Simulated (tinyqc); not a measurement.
# Lossy on-chip transmission line with skin effect: what changes with what

A uniform line in a homogeneous dielectric: c = sqrt(er)/(c0 Z0), l = Z0 sqrt(er)/c0 (c0 = 299792458 m/s), g = w c td, w = 2 pi f. The resistance joins its limits as r = sqrt(r_dc^2 + r_hf^2), with r_dc = rho/(wd th), r_hf = kr rho/(2 delta (wd + th)), delta = sqrt(rho/(pi f mu0)), mu0 = 4 pi 1e-7 H/m; this is an interpolation, and internal inductance, up to 0.05 nH/mm at low frequency, is neglected.

Parameters, values chosen for the exercise: width of the strip wd = 1.4 um; thickness of the strip th = 1.4 um; resistivity rho = 2.2 uohm cm; relative permittivity er = 3.5; loss tangent td = 0.005; lossless impedance sqrt(l/c) Z0 = 75 ohm; factor for crowding and the return path kr = 1.2; length len = 0.82 mm; source resistance Rg = 100 ohm; load resistance RL = 100 ohm; load capacitance CL = 100 fF; frequency f = 29 GHz.

Each table varies one quantity; the others keep the values above.

## Line properties against frequency

gamma = sqrt((r + i w l)(g + i w c)) = alpha + i beta, Zc = sqrt((r + i w l)/(g + i w c)), roots with positive real part; loss 8.685889638 alpha in dB; phase velocity w/beta. ZL = 1/(1/RL + i w CL); reflection (ZL - Zc)/(ZL + Zc); Zin = Zc (ZL + Zc tanh(gamma len))/(Zc + ZL tanh(gamma len)); H = V_load/V_source = [Zin/(Zin + Rg)]/[cosh(gamma len) + (Zc/ZL) sinh(gamma len)].

Line properties against frequency:
```
f (GHz)  r (ohm/mm)  r/(w l)  loss (dB/mm)  |Zc| (ohm)  phase velocity over c0  length in wavelengths  |H| (dB)
0.01          11.23    381.8       0.04711        1465                 0.03874               7.061e-4    -6.411
0.03          11.23    127.3       0.08140       846.2                 0.06690               0.001226    -6.412
0.09          11.24    42.47        0.1400       488.8                  0.1149               0.002142    -6.412
0.3           11.28    12.78        0.2491       268.6                  0.2038               0.004026    -6.414
0.8           11.37    4.831        0.3833       166.6                  0.3110               0.007037    -6.422
2             11.57    1.968        0.5314       111.4                  0.4227                0.01294    -6.457
7             12.41   0.6027        0.6963       81.04                  0.5138                0.03726    -6.826
20            14.34   0.2439        0.8417       76.09                  0.5308                 0.1031    -8.624
60            19.11   0.1083         1.156       75.22                  0.5338                 0.3074    -11.97
```

r equals w l at 4.05 GHz: below it |Zc| and the delay grow as in an RC line, above it |Zc| tends to Z0 = 75 ohm and the velocity to 1/sqrt(er) = 0.535 c0. The loss goes as f^(0.50) between the first two rows and f^(0.29) between the last two. |H| is -6.41 dB in the first row and -12.0 dB in the last; between rows it can pass through resonances that the table doesn't show.

## Effect of the loss tangent

Same model as above.

The same in every row: r (ohm/mm) = 15.54; r/(w l) = 0.1823.

Effect of the loss tangent:
```
td     loss (dB/mm)  |Zc| (ohm)  phase velocity over c0  length in wavelengths  |H| (dB)
0            0.8965       75.62                  0.5323                 0.1490    -9.730
0.001        0.9014       75.62                  0.5324                 0.1490    -9.732
0.002        0.9064       75.62                  0.5324                 0.1490    -9.735
0.005        0.9213       75.61                  0.5325                 0.1490    -9.741
0.01         0.9461       75.61                  0.5326                 0.1489    -9.752
0.02         0.9957       75.61                  0.5328                 0.1489    -9.775
0.04          1.095       75.59                  0.5332                 0.1488    -9.819
```

As td goes from 0 to 0.04, the loss rises from 0.896 to 1.09 dB/mm, |Zc| stays near 75.6 ohm and |H| goes from -9.73 to -9.82 dB, with its highest value among the rows, -9.73 dB, at td = 0. In the low-loss estimate the dielectric part g Z0/2 equals the conductor part r/(2 Z0) at td = 0.182.

Computed by the program tinyqc: `OMP_NUM_THREADS=1 python tinyqc.py 2810171 2810172 out.jsonl`, one thread of a shared Intel Xeon 2.30GHz, about 0.01 s for the whole run.
